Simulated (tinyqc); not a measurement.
Domain walls in a thin film with perpendicular anisotropy: Bloch, Neel and chiral walls, motion and stripe domains. Inputs raised by 10 %, one at a time. Computed by tinyqc, a small Python program. Command: `OMP_NUM_THREADS=1 python tinyqc.py 3022637 3022638 out.jsonl mwall sens`. One thread of a shared host (Intel(R) Xeon(R) Processor @ 2.30GHz), about 0.02 s of CPU time with the checks.

One-dimensional wall: polar angle theta(x), azimuth phi of the moment in the wall (phi = 0 Neel, 90 degrees Bloch). mu_0 = 1.25663706212e-6 T m/A, gamma = 1.76085963023e11 rad/(s T).

Inputs (values chosen for the exercise, for a model film): saturation magnetisation M_s = 946 kA/m; exchange stiffness A = 10 pJ/m; uniaxial anisotropy K_u = 818 kJ/m^3; DMI constant D = 0.09 mJ/m^2; thickness t = 2.8 nm; damping alpha = 0.012; current density J = 0.41 1e12 A/m^2; spin Hall angle theta_SH = 0.25.

Drive: spin-orbit torque.

Constants: hbar = 1.054571817e-34 J s; e = 1.602176634e-19 C.

Method:
- K_eff = K_u - mu_0 M_s^2/2; Delta = sqrt(A/K_eff); sigma_0 = 4 sqrt(A K_eff); profile theta = 2 arctan exp(x/Delta); quality factor Q = 2 K_u/(mu_0 M_s^2).
- sigma(phi) = sigma_0 + 2 Delta K_D cos^2(phi) - pi D cos(phi), with the wall shape anisotropy K_D = N_x mu_0 M_s^2/2, N_x = t ln 2/(pi Delta). The minimum has cos(phi) = D/D_N for D < D_N = 4 Delta K_D/pi and phi = 0 beyond; sigma turns negative at D_c = (sigma_0 + 2 Delta K_D)/pi.
- Spin-orbit drive: B_SL = hbar theta_SH J/(2 e M_s t) acts as the field (pi/2) B_SL cos(phi). Steady state: v = (gamma Delta/alpha)(pi/2) B_SL cos(phi) = gamma Delta [B_D sin(phi) - (B_K/2) sin(2 phi)], B_K = 2 K_D/M_s, B_D = pi D/(2 M_s Delta); the root with phi between its rest value and 90 degrees; v saturates at v_D = gamma Delta B_D.

Runs:
```
input moved                          from      to  wall energy sigma (mJ/m^2)  D_N (mJ/m^2)  velocity (m/s)  saturation velocity v_D (m/s)
base run                                -       -                       6.368        0.4423           24.58                          26.31
saturation magnetisation M_s (kA/m)   946  1040.6                       4.669        0.5352           22.51                          23.92
exchange stiffness A (pJ/m)            10      11                       6.680        0.4423           24.66                          26.31
uniaxial anisotropy K_u (kJ/m^3)      818   899.8                       7.320        0.4423           24.34                          26.31
DMI constant D (mJ/m^2)              0.09   0.099                       6.362        0.4423           27.04                          28.95
thickness t (nm)                      2.8    3.08                       6.370        0.4865           24.25                          26.31
current density J (1e12 A/m^2)       0.41   0.451                       6.368        0.4423           24.73                          26.31
spin Hall angle theta_SH             0.25   0.275                       6.368        0.4423           24.73                          26.31
```

Exponents ln(y'/y) / ln(x'/x):
```
input                         wall energy sigma  D_N  velocity  saturation velocity v_D
saturation magnetisation M_s             -3.256    2    -0.922                       -1
exchange stiffness A                      0.502    0     0.032                        0
uniaxial anisotropy K_u                   1.462    0    -0.103                        0
DMI constant D                           -0.010    0     1.000                        1
thickness t                               0.004    1    -0.144                        0
current density J                         0.000    0     0.063                        0
spin Hall angle theta_SH                  0.000    0     0.063                        0
```

Among the inputs moved here: wall energy sigma answers most in size to saturation magnetisation M_s (exponent -3.256), next to uniaxial anisotropy K_u (+1.462); its exponent is below 0.0005 for current density J, spin Hall angle theta_SH. D_N answers most in size to saturation magnetisation M_s (exponent +2.000), next to thickness t (+1.000); its exponent is below 0.0005 for exchange stiffness A, uniaxial anisotropy K_u, DMI constant D, current density J, spin Hall angle theta_SH. velocity answers most in size to DMI constant D (exponent +1.000), next to saturation magnetisation M_s (-0.922). Saturation velocity v_D answers most in size to saturation magnetisation M_s (exponent -1.000), and about equally to DMI constant D (+1.000); its exponent is below 0.0005 for exchange stiffness A, uniaxial anisotropy K_u, thickness t, current density J, spin Hall angle theta_SH. Its exponent +1.000 in DMI constant D: v_D = pi gamma D/(2 M_s).

Caution (all rows): pinning, heating and tilting of the wall are left out. Caution (rows uniaxial anisotropy K_u): the formula for N_x assumes a film much thinner than the wall width.
